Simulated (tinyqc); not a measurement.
Plane-wave Kohn-Sham cycle with exchange-only LDA in a layered model solid, step by step. One step of it, computed by the program tinyqc.

Problem. Iteration 1: potential. V_H(G) = 4 pi rho(G)/G^2 for G != 0 (uniform background); v_x = -(3 rho/pi)^(1/3); V = V_ext + V_H + v_x; Fourier components f(G_m) = (1/N) sum_j f(x_j) exp(-i G_m x_j).

A solid whose potential varies along x alone (atomic units):
```
parameter                      value
period a                   16.200000
cross-section of the cell  32.000000
electrons per cell                 4
grid points                       16
plane waves -n..n, n               2
k points                           2
V1 in V1 cos(2 pi x/a)     -0.500000
V2 in V2 cos(4 pi x/a)     -0.150000
```

density at the start, on the grid x_j = j a/N (e/bohr^3): 0.00771605  0.00771605  0.00771605  0.00771605  0.00771605  0.00771605  0.00771605  0.00771605  0.00771605  0.00771605  0.00771605  0.00771605  0.00771605  0.00771605  0.00771605  0.00771605

Give: Potentials on the grid; V(G_m), m = 0, 1, 2, ....

Solution.

Potentials on the grid (hartree):
```
x          V_ext     V_H      v_x        V
0.0000   -0.6500  0.0000  -0.1946  -0.8446
1.0125   -0.5680  0.0000  -0.1946  -0.7626
2.0250   -0.3536  0.0000  -0.1946  -0.5481
3.0375   -0.0853  0.0000  -0.1946  -0.2799
4.0500    0.1500  0.0000  -0.1946  -0.0446
5.0625    0.2974  0.0000  -0.1946   0.1028
6.0750    0.3536  0.0000  -0.1946   0.1590
7.0875    0.3559  0.0000  -0.1946   0.1613
8.1000    0.3500  0.0000  -0.1946   0.1554
9.1125    0.3559  0.0000  -0.1946   0.1613
10.1250   0.3536  0.0000  -0.1946   0.1590
11.1375   0.2974  0.0000  -0.1946   0.1028
12.1500   0.1500  0.0000  -0.1946  -0.0446
13.1625  -0.0853  0.0000  -0.1946  -0.2799
14.1750  -0.3536  0.0000  -0.1946  -0.5481
15.1875  -0.5680  0.0000  -0.1946  -0.7626
```

V(G_m), m = 0, 1, 2, ... (hartree): -0.1946  -0.2500  -0.0750  0.0000  0.0000
